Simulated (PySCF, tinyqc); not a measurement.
G0W0 on RHF in the sto-3g basis, for BeH+, spin multiplicity 1, step by step. The lowest restricted solution is unstable here: a spin-polarised one lies 0.0138 hartree lower (PySCF). One step of it, computed by the program tinyqc.

Problem. Orthogonalisation. S = U s U^T; symmetric (Loewdin) form X = U s^(-1/2) U^T, so that X^T S X = 1.

overlap S, order 1Be 1s, 1Be 2s, 1Be 2px, 1Be 2py, 1Be 2pz, 2H 1s:
$$\begin{pmatrix}
1.000000 & 0.259517 & 0.000000 & 0.000000 & 0.000000 & 0.019532 \\
0.259517 & 1.000000 & 0.000000 & 0.000000 & 0.000000 & 0.256647 \\
0.000000 & 0.000000 & 1.000000 & 0.000000 & 0.000000 & 0.000000 \\
0.000000 & 0.000000 & 0.000000 & 1.000000 & 0.000000 & 0.000000 \\
0.000000 & 0.000000 & 0.000000 & 0.000000 & 1.000000 & 0.339059 \\
0.019532 & 0.256647 & 0.000000 & 0.000000 & 0.339059 & 1.000000
\end{pmatrix}$$

Give: eigenvalues of S; X.

Solution.

eigenvalues of S: [0.547, 0.801, 1.000, 1.000, 1.184, 1.468]

X, order 1Be 1s, 1Be 2s, 1Be 2px, 1Be 2py, 1Be 2pz, 2H 1s:
$$\begin{pmatrix}
1.027 & -0.140 & 0.000 & 0.000 & -0.006 & 0.019 \\
-0.140 & 1.057 & 0.000 & 0.000 & 0.039 & -0.150 \\
0.000 & 0.000 & 1.000 & 0.000 & 0.000 & 0.000 \\
0.000 & 0.000 & 0.000 & 1.000 & 0.000 & 0.000 \\
-0.006 & 0.039 & 0.000 & 0.000 & 1.050 & -0.192 \\
0.019 & -0.150 & 0.000 & 0.000 & -0.192 & 1.079
\end{pmatrix}$$
